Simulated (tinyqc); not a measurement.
What moves the moment: Stoner model of a band ferromagnet.

Density of states per atom and spin: semi-elliptic, D(e) = (8 M/(pi W^2)) sqrt(W^2/4 - e^2). Levels e -/+ I m/2 for up and down spin, m = n_up - n_down, n_up + n_down = nd. At zero temperature e(N) is the energy below which N states lie, and E(m) = sum over spins of integral e D de - I m^2/4.

Parameters, chosen for this exercise:
- W = 5 eV (band width, e from -W/2 to W/2)
- M = 5 (states per atom and spin)
- nd = 8.15 (electrons per atom)
- I = 1.3 eV (Stoner parameter)

Lowest state for each case. Each row changes one parameter from the base and keeps the others.

Results:
```
case          I D(EF)  m (muB)  E - E(0) (meV)
base            1.415    1.850          -286.4
W = 4.6 eV      1.538    1.850          -352.4
I = 1.404 eV    1.528    1.850          -375.3
nd = 7.85       1.465    2.150          -425.8
```

The largest shifts from the base row, up to three for each result and ties (the steps differ in size, so this ranks the rows, not the parameters). I D(EF): W +0.123, I +0.113, nd +0.051. m (muB): nd +0.300; unchanged at the printed digits by W and I. E - E(0) (meV): nd -139.4, I -89.0, W -66.1.

Computed by tinyqc, a small Python program: `OMP_NUM_THREADS=1 python tinyqc.py 1682678 1682679 out.jsonl` (the numbers bound the seed that draws the inputs); one thread of a shared host (Intel(R) Xeon(R) Processor @ 2.30GHz), about 0.3 s for the whole set of steps.
